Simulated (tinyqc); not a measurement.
# Charge-trap memory cell: what changes with what

Channel, tunnel oxide, storage layer, blocking layer, gate. N electrons per area sit in a sheet at the centroid and shift the threshold by U = (q/eps0) N (tb/eb + xc tn/en). EOT = t1 + 3.9 (tn/en + tb/eb); tunnel field F = (Vg - U)/EOT; dN/dt = eta (J/q)(1 - N/Nm). Fowler-Nordheim: J = A F^2 exp(-B/F), A = q^2/(16 pi^2 hbar mo phi) (times 1e14 for A/cm^2 with F in V/nm, emitter mass m0), B = (4/3) sqrt(mo/C) phi^1.5, C = hbar^2/(2 m0).

Inputs (values chosen for the exercise); oxide values close to those of silicon dioxide, storage layer close to silicon nitride, blocking layer close to aluminium oxide:
```
symbol   value   unit                                                      meaning
phi       3.16     eV                                               tunnel barrier
mo        0.45     m0                                              tunnelling mass
t1         4.8     nm                              tunnel oxide (permittivity 3.9)
tn           8     nm                                                storage layer
en         7.4                                           its relative permittivity
tb          11     nm                                               blocking layer
eb           9                                           its relative permittivity
xc        0.58         charge centroid, share of tn counted from the blocking side
eta       0.83                                capture efficiency of an empty layer
Nm      1.8e13  cm^-2                                                 trap density
Vg        16.8      V            gate voltage less flat band and surface potential
```

Constants: q = 1.602176634e-19 C, hbar = 1.054571817e-34 J s, m0 = 9.1093837015e-31 kg, eps0 = 8.8541878128e-14 F/cm where lengths are in cm, hbar^2/(2 m0) = 0.0380998212 eV nm^2. Results are converted to the units shown.

Each table varies one quantity; the others keep the values above.

## Effect of the gate voltage

After 0.0001 s. The rate equation is integrated from N = 0 to the digits shown; blocking field (3.9 F + q N/eps0)/eb.

Effect of the gate voltage:
```
Vg (V),N/Nm,U (V),F (V/nm),blocking field (V/nm)
14.8,0.08243,0.4965,1.038,0.4795
15.7,0.1867,1.125,1.057,0.5258
16.5,0.2966,1.786,1.068,0.5699
17.4,0.4245,2.557,1.077,0.6203
18.2,0.5369,3.234,1.086,0.6648
19.1,0.6592,3.970,1.098,0.7142
19.9,0.7616,4.587,1.111,0.7570
20.8,0.8651,5.211,1.131,0.8032
```

Read the table: what changes, and by how much?

U rises from 0.496 to 5.21 V; the slope between neighbouring rows is at most 0.856 and 0.693 between the last two rows. In the upper rows it falls short of the 1 of a floating gate because capture weakens as the traps fill (86.5 % in the last row); where little charge has entered in the time given, the slope is small in any case. The blocking field reaches 8.03 MV/cm, where electrons may escape to the gate, which the model leaves out.

## Threshold shift against programming time

Same model as above.

Threshold shift against programming time:
```
t (s),N/Nm,U (V),F (V/nm),blocking field (V/nm)
6.2e-7,0.01781,0.1073,1.211,0.5313
2.8e-6,0.06378,0.3842,1.191,0.5392
1.2e-5,0.1581,0.9525,1.150,0.5555
5.6e-5,0.2890,1.741,1.093,0.5780
0.00025,0.4159,2.505,1.037,0.5999
0.0011,0.5310,3.198,0.9869,0.6198
0.005,0.6365,3.834,0.9408,0.6380
0.022,0.7284,4.387,0.9006,0.6539
0.1,0.8114,4.887,0.8643,0.6682
0.45,0.8828,5.317,0.8331,0.6805
```

U rises from 0.107 to 5.32 V, by 0.658 V a decade at the end. The traps are 88.3 % full, so filling caps the shift at 6.02 V. The blocking field reaches 6.81 MV/cm, where electrons may escape to the gate, which the model leaves out.

Range of the model: The Fowler-Nordheim form needs F t1 above phi; trap-assisted paths and leakage through the blocking layer are left out.

Program tinyqc, `OMP_NUM_THREADS=1 python tinyqc.py 2130057 2130058 out.jsonl`; Intel Xeon 2.30GHz, shared host, one thread, about 0.07 s.
